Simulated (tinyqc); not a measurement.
Inside a calculation: Weaire-Thorpe hybrids on a Bethe lattice: gap and dangling bond of an amorphous tetrahedral solid. Values are carried at full precision from step to step, so a last printed digit may differ when a step is redone from the rounded ones.

Four sp3 hybrids an atom at energy 0, coupled by -V1 on the atom and by -V2 along a bond; the bonds form a tree (no rings). For any network the gap runs at least from -V2 + V1 to V2 - 3 V1, and p-like states pile up at -V2 + V1 and V2 + V1. On the tree the gap is wider: it ends at Ec = -V1 + sqrt(V2^2 + 4 V1^2 - 2 sqrt3 V1 V2), which makes it well wider than the gaps of the real glasses. A branch seen from a hybrid has the self-energy S = V2^2 g, where g is the Green function of the hybrid across the bond, whose three partners carry S themselves. With a = z - V1, b = a - S: g = 1/(a + V1 b/(b + 3 V1)), z = E + i eta. A full atom has G = (1/b)(b + 3 V1)/(b + 4 V1) per hybrid; a dangling hybrid with shift dh has G = 1/(1/g - dh).

Values chosen for the exercise (of the size of tabulated hybrid energies for amorphous silicon; the results hold for these values, not for the real material): V1 = 1.77 eV (coupling of two hybrids on one atom); V2 = 4.49 eV (coupling of the two hybrids of a bond); E = -4.2 eV (energy); eta = 0.05 eV (broadening); dh = -1.02 eV (shift of the dangling hybrid (rehybridisation)).

## Edges

Bounds -V2 + V1 and V2 - 3 V1. On the tree the s-like bands are narrower: E = -V1 -/+ sqrt(V2^2 + 4 V1^2 + V1 V2 e) with e from -2 sqrt3 to 2 sqrt3 (for a crystal, -4 to 4), so the conduction edge is -V1 + sqrt(V2^2 + 4 V1^2 - 2 sqrt3 V1 V2).

edges (eV): Ev -2.7200, Ec(bound) -0.8200, Ec(tree) 0.5019

gaps (eV): (bound, reached in the crystal) 1.9000, (tree) 3.2219

The gap needs no periodicity, only V2 > 2 V1 (here V2/V1 = 2.537); leaving out rings widens it by 1.322 eV. Two parameters give the trend, not the value.

## The self-energy at one energy

S = V2^2 g is a quadratic A S^2 + B S + C = 0 with A = a + V1, B = -(a (a + 4 V1) + V2^2), C = V2^2 (a + 3 V1), a = z - V1. Of the two roots take the one with Im S < 0 (if both qualify, the decaying one, with the smaller |V1 V2 g/(b + 3 V1)|).

A, B, C: -4.2000+0.0500i  -13.5309+0.2430i  -13.3057+1.0080i

roots (eV): -1.4995+0.7764i  -1.7224-0.7569i

S = -1.7224-0.7569i eV

## Densities at that energy

With z = E + i eta, b = z - V1 - S: full atom G = (b + 3 V1)/(b (b + 4 V1)); g = S/V2^2; dangling hybrid 1/(1/g - dh); densities -Im G/pi.

G (1/eV): (bulk) -0.0888-0.0556i, (dangling with dh = 0) -0.0854-0.0375i, (dangling with dh) -0.0917-0.0450i
densities (1/eV): (bulk) 0.0177, (dangling with dh = 0) 0.0120, (dangling with dh) 0.0143

## The dangling-bond level

For eta = 0 the level solves 1/g(E) = dh inside the gap (bisection); its weight on the dangling hybrid is 1/(d(1/g)/dE), by central differences with step 1e-5 eV.

level = -0.6059 eV
above Ev = 2.1141 eV
weight on the dangling hybrid = 0.635

The level lies at 66 % of the gap of the tree; 37 % of it spreads over the back bonds.

## Checks

- Conduction edge from the formula against the zero of the discriminant: both 0.501881.
- S from the quadratic against damped iteration of S = V2^2 g: both -1.722353.

Run: tinyqc, `OMP_NUM_THREADS=1 python tinyqc.py 1482531 1482532 out.jsonl`; Intel(R) Xeon(R) Processor @ 2.30GHz, one thread, shared host; about 0.03 s of CPU time with all checks.
